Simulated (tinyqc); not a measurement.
Chip with leakage that grows with temperature, electro-thermal loop and runaway: effect of the ambient temperature.

One temperature T for the device, T = T0 + Rth P(T), with P(T) = Pd + Pl (T/300 K)^2 exp[(q Ea/kB)(1/(300 K) - 1/T)]. The loop gain is Rth dP/dT; a solution is thermally stable when it is below one.

P'(T) = (P - Pd)(2/T + q Ea/(kB T^2)), G = Rth P'. T is the lowest solution and Tu the next, unstable one.

Inputs (values chosen for the exercise): temperature-independent switching power Pd = 35 W; leakage power at 300 K Pl = 0.078 W; activation energy of the leakage Ea = 0.65 eV; thermal resistance Rth = 1.1 K/W.

Constants: q = 1.602176634e-19 C, kB = 1.380649e-23 J/K. Results are converted to the units shown.

Effect of the ambient temperature:
```
T0 (K)   T (K)   P (W)          G  Tu (K)
240     278.51  35.010  0.0011097  409.15
252     290.54  35.032  0.0034143  406.84
264     302.61  35.099  0.0096478  404.19
276     314.81  35.280   0.025424  401.07
288     327.33  35.758   0.063791  397.20
300     340.74  37.033    0.15842  391.99
312     357.41  41.284    0.44683  382.99
```

What does the comparison show?

As T0 goes from 240 to 312 K, T rises from 278.5 to 357.4 K, the power rises from 35.0 to 41.3 W and the loop gain rises from 0.00111 to 0.447. The gap between the stable and unstable solutions goes from 131 to 25.6 K. At T0 = 324 K no solution is left within 900 K of T0: thermal runaway.

tinyqc, about 0.01 s, one thread, Intel Xeon 2.30GHz (shared host): `OMP_NUM_THREADS=1 python tinyqc.py 2520121 2520122 out.jsonl`
